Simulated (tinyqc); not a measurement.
Hopping conduction between localised states: one step, computed by the program tinyqc. Command: `OMP_NUM_THREADS=1 python tinyqc.py 3013139 3013140 out.jsonl hop walk`. One thread of a shared host (Intel(R) Xeon(R) Processor @ 2.30GHz), about 0.01 s of CPU time with the checks.

Energies are counted from the Fermi level. A small network shows the mechanism; the laws of an infinite system follow.

Problem. Total conductivity. Mott: T_M = 13.8/(k_B g_0 xi^2), exponent (T_M/T)^(1/3), mean hop r = (1/3) xi times the exponent. Efros-Shklovskii: T_ES = 6.5 e^2/(4 pi eps eps_0 k_B xi), exponent (T_ES/T)^(1/2). Coulomb gap width g_0 (e^2/(4 pi eps eps_0))^2. The numerical coefficients come from percolation theory and are given. sigma = s_1 exp(-E_a/k_B T) + s_2 exp(-larger of the two exponents); reduced activation energy w = d ln(sigma)/d ln(T) by a central difference of +/- 1 %.

Inputs (values chosen for the exercise, for a model defective oxide):

| quantity | value | unit |
|---|---|---|
| localisation length xi | 1.2 | nm |
| density of states g_0 | 1.2e+12 | 1/(eV cm^2) |
| permittivity eps | 5 | - |
| activation energy E_a to extended states | 0.34 | eV |
| prefactor of activated conduction | 14 | microsiemens |
| prefactor of hopping | 0.011 | microsiemens |
| temperature T | 86 | K |

Dimension: 2D.

Constants: k_B = 8.617333262e-05 eV/K; e^2/(4 pi eps_0) = 14.39964548 eV angstrom.

Give: activated part; hopping part; conductivity; reduced activation energy w.

Solution.

activated part = 1.665e-19 microsiemens

hopping part = 2.369e-23 microsiemens

conductivity = 1.665e-19 microsiemens

reduced activation energy w = 45.88

Activation to extended states carries 100 %. For sigma = s exp(-(T_0/T)^p), w = p (T_0/T)^p, so the slope of ln w against ln T gives -p.
